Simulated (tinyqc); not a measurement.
# Semiconductor laser, carrier and photon rate equations: what changes with what

Carrier density N and photon density S in one mode: dN/dt = F1 = eta I/(q V) - (A N + B N^2 + C N^3) - vg g S; dS/dt = F2 = G vg g S + G be B N^2 - S/tp, with g = g0 ln(N/Ntr)/(1 + ec S). Output power P = Fo Eph S V/(G tp). No heating, no carrier transport.

Values chosen for this exercise: active volume V = 7.9e-12 cm^3; confinement factor G = 0.068; group velocity vg = 6.82e9 cm/s; gain coefficient g0 = 2000 1/cm; transparency density Ntr = 1.6e18 cm^-3; gain compression ec = 1.3e-17 cm^3; photon lifetime tp = 1.1 ps; defect recombination coefficient A = 2.5e8 1/s; radiative coefficient B = 1e-10 cm^3/s; Auger coefficient C = 1.6e-29 cm^6/s; share of spontaneous emission into the mode be = 0.00029; injection efficiency eta = 0.85; share of cavity losses that is output Fo = 0.62; photon energy Eph = 1.9 eV; drive current I = 29 mA.

Constants: q = 1.602176634e-19 C. Results are converted to the units shown.

Each table varies one quantity; the others keep the values above.

## Effect of the gain compression on threshold and bandwidth

gth = 1/(G vg tp), Nth = Ntr exp(gth/g0), Ith = q V (A Nth + B Nth^2 + C Nth^3)/eta. N and S are the steady state (F1 = F2 = 0, S > 0). Jacobian, with a = g0/(N (1 + ec S)) and d = g/(1 + ec S): J11 = -(A + 2 B N + 3 C N^2) - vg a S, J12 = -vg d, J21 = G vg a S + 2 G be B N, J22 = G vg d - 1/tp. wR^2 = det J, gamma = -trace J, fR = wR/(2 pi); the response wR^2/(wR^2 - w^2 + i gamma w) falls to 1/sqrt(2) at w^2 = x + sqrt(x^2 + wR^4), x = wR^2 - gamma^2/2 (f3dB = w/(2 pi)).

The same in every row: Ith (mA) = 6.141.

Effect of the gain compression on threshold and bandwidth:
```
ec (cm^3)  P (mW)  fR (GHz)  gamma (1/ns)  f3dB (GHz)
1e-18       22.88     9.188         6.715       14.24
2.2e-18     22.86     9.175         7.951       14.21
4.6e-18     22.82     9.150         10.41       14.14
1e-17       22.75     9.095         15.86       13.94
2.2e-17     22.57     8.977         27.62       13.35
4.6e-17     22.22     8.756         49.71       11.60
1e-16       21.39     8.328         93.21       6.303
```

As ec goes from 1e-18 to 1e-16 cm^3, Ith stays at 6.14 mA, fR falls from 9.19 to 8.33 GHz, gamma rises from 6.71 to 93.2 1/ns and f3dB falls from 14.2 to 6.30 GHz.

## Effect of the Auger coefficient on threshold and bandwidth

Same model as above.

Results:
```
C (cm^6/s)  Ith (mA)  P (mW)  fR (GHz)  gamma (1/ns)  f3dB (GHz)
1.6e-30        4.479   24.43     9.378         19.30       14.29
3.1e-30        4.652   24.25     9.346         19.25       14.25
5.9e-30        4.975   23.92     9.286         19.16       14.15
2.2e-29        6.833   21.99     8.931         18.66       13.60
4.2e-29        9.142   19.61     8.467         18.05       12.89
8e-29          13.53   15.15     7.496         16.89       11.38
```

Estimate the missing row, C = 1.1e-29 cm^6/s.

Computed row:
```
C (cm^6/s)  Ith (mA)  P (mW)  fR (GHz)  gamma (1/ns)  f3dB (GHz)
1.1e-29        5.564   23.30     9.175         19.00       13.98
```

With this row back in the table: As C goes from 1.6e-30 to 8e-29 cm^6/s, Ith rises from 4.48 to 13.5 mA, fR falls from 9.38 to 7.50 GHz, gamma falls from 19.3 to 16.9 1/ns and f3dB falls from 14.3 to 11.4 GHz.

## Light against current through threshold

Same model as above.

Result of one run:
```
I (mA)  N/Nth  S (cm^-3)  P (mW)  share of carriers lost by stimulated emission (%)
18      1.007   5.910e14   11.78                                              65.36
```

What becomes of these results when the drive current I is changed from 18 to 6.8 mA, all else the same?

Result of the changed run:
```
I (mA)   N/Nth  S (cm^-3)  P (mW)  share of carriers lost by stimulated emission (%)
6.8     0.9993   3.360e13  0.6697                                              9.825
```

The whole series:
```
I (mA)   N/Nth  S (cm^-3)    P (mW)  share of carriers lost by stimulated emission (%)
1.2     0.4030    6.905e9  1.376e-4                                           8.323e-4
3.1     0.7035   5.439e10  0.001084                                            0.02240
4.9     0.8934   2.736e11  0.005453                                            0.09836
5.8     0.9704   1.210e12   0.02412                                             0.4025
6.8     0.9993   3.360e13    0.6697                                              9.825
9.2      1.002   1.526e14     3.043                                              33.02
12       1.004   2.921e14     5.822                                              48.45
18       1.007   5.910e14     11.78                                              65.36
31       1.016   1.239e15     24.69                                              79.54
```

Ith is 6.14 mA. The power rises by a factor of 123 between 4.9 and 6.8 mA, while N/Nth goes only from 0.893 to 0.999. Above threshold N is nearly clamped, reaching 1.016 Nth in the last row through gain compression, and the slope between the last two rows is 0.993 W/A, against Fo eta Eph/q = 1.00 W/A.

Numbers from tinyqc (`OMP_NUM_THREADS=1 python tinyqc.py 2840022 2840023 out.jsonl`; about 0.01 s on one thread of a shared Intel Xeon 2.30GHz).
